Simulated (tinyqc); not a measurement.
Self-heating of a transistor with one or more fingers, with temperature-dependent conductivity: one step, computed by the program tinyqc.

N long parallel fingers lie on the top face of a slab whose bottom is held at T_0; the top is otherwise insulated, and heat flows in two dimensions. P in W/mm is 1000 P in W/m.

Problem. Linear temperature rise of each finger. theta_i = (P/(pi kappa_0)) [g_0 + sum over j != i of g(|i - j| s)], with equal powers and constant conductivity; thermal resistance = largest theta/P.

Inputs (values chosen for the exercise, modelled on sapphire): conductivity at the base temperature kappa_0 = 34 W/(m K); power per gate width P = 0.49 W/mm; fingers N = 5.

Power: fixed power.

own factor g_0 = 8.149320

g(j s), j = 1..7: 1.133434  0.538897  0.271580  0.138677  0.071050  0.036433  0.018687

Give: theta of each finger; largest theta; thermal resistance.

Solution.

theta of each finger (K): 46.94  51.50  52.73  51.50  46.94

largest theta = 52.73 K

thermal resistance = 107.6 K mm/W

The neighbours supply 29 % of the rise of the hottest finger, which runs 5.8 K above the outer ones.
